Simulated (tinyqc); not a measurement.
Defect equilibria of an oxide against oxygen pressure (mass action). Changing the dopant density N_d. Computed by tinyqc, a small Python program. Command: `OMP_NUM_THREADS=1 python tinyqc.py 3008426 3008427 out.jsonl brouwer sweep`. One thread of a shared host (Intel(R) Xeon(R) Processor @ 2.30GHz), about 0.01 s of CPU time with the checks.

Defects: oxygen vacancies V (charge +2), electrons n, holes p, the ionic partner X = O_i'' (charge -2), and the dopant. Activities are taken equal to concentrations.

Inputs (values chosen for the exercise, for a model oxide): reduction enthalpy H_r = 4.04 eV; prefactor K_r0 = 8e+71 cm^-9 atm^(1/2); gap E_g = 2.78 eV; prefactor N_c N_v = 9e+41 cm^-6; disorder enthalpy H_s = 4.25 eV; prefactor K_s0 = 1.3e+45 cm^-6; temperature T = 900 K; oxygen pressure P = 9e-05 atm; electron mobility mu_n = 0.82 cm^2/(V s); hole mobility mu_p = 0.063 cm^2/(V s); vacancy diffusion prefactor D_0 = 0.0014 cm^2/s; vacancy migration energy E_m = 1.1 eV.

Ionic disorder: anion Frenkel. Dopant (singly charged, fully ionised): donor.

Constants: k_B = 8.617333262e-05 eV/K; e = 1.602176634e-19 C.

Method:
- K_r = K_r0 exp(-H_r/k_B T) = [V] n^2 P^(1/2); K_i = N_c N_v exp(-E_g/k_B T) = n p; K_s = K_s0 exp(-H_s/k_B T) = [X] [V].
- Neutrality: 2 [V] + p + N_d = n + 2 [X]. With n as the unknown, [V] = K_r/(n^2 P^(1/2)), p = K_i/n, [X] = K_s/[V]; the log ratio is ln(positive/negative).
- The root is found by 60 bisections in ln n between n = 1e-10 and 1e25 cm^-3.
- sigma_n = e n mu_n, sigma_p = e p mu_p, sigma_ion = 2 e [V] mu_V with mu_V = 2 e D/(k_B T) and D = D_0 exp(-E_m/k_B T); only the oxygen vacancies carry ionic current, and the ionic transport number is sigma_ion over the total.

One run for each value:
```
dopant density N_d (cm^-3)  n (cm^-3)  [V] (cm^-3)  p (cm^-3)  [X] (cm^-3)  ionic transport number
1.00e+15                    1.593e+17    7.915e+16  1.530e+09    2.609e+04               3.029e-08
6.00e+15                    1.610e+17    7.750e+16  1.514e+09    2.665e+04               2.934e-08
3.00e+16                    1.696e+17    6.982e+16  1.437e+09    2.958e+04               2.509e-08
2.00e+17                    2.596e+17    2.981e+16  9.389e+08    6.929e+04               6.999e-09
1.00e+18                    1.004e+18    1.993e+15  2.428e+08    1.036e+06               1.210e-10
6.00e+18                    6.000e+18    5.580e+13  4.062e+07    3.701e+07               5.669e-13
3.00e+19                    3.000e+19    2.232e+12  8.125e+06    9.253e+08               4.536e-15
2.00e+20                    2.000e+20    5.022e+10  1.219e+06    4.112e+10               1.531e-17
1.00e+21                    1.000e+21    2.009e+09  2.437e+05    1.028e+12               1.225e-19
```

What does the table show, and why?

Over the rows, n (cm^-3) rises from 1.59e17 to 1.00e21 (exponent d ln y / d ln x 0.0059 between the first rows and 1.00 between the last); [V] (cm^-3) falls from 7.92e16 to 2.01e9 (exponent d ln y / d ln x -0.012 between the first rows and -2.0 between the last); p (cm^-3) falls from 1.53e9 to 244000 (exponent d ln y / d ln x -0.0059 between the first rows and -1.00 between the last). At the high end the exponent of [V] is -2.00, close to -2: donors fix n, and [V] falls as 1/n^2. The largest terms of the neutrality condition are 2 [V] = n from row 1; N_d = n from row 4.

Caution (rows 2.00e20, 1.00e21): one of n, p, [V] and [X] is above 2e20 cm^-3, near 1 % of the sites of a usual oxide, where defects associate and the ideal mass-action laws fail. Caution (rows 1.00e21): the carrier density is near sqrt(N_c N_v), where the carriers are degenerate and n p = K_i fails. Caution (rows 1.00e21): X far outnumbers the oxygen vacancies, so the ionic conductivity given leaves out the majority ionic defect.

Extremes, crossings and ranges named in words are read from the listed rows.
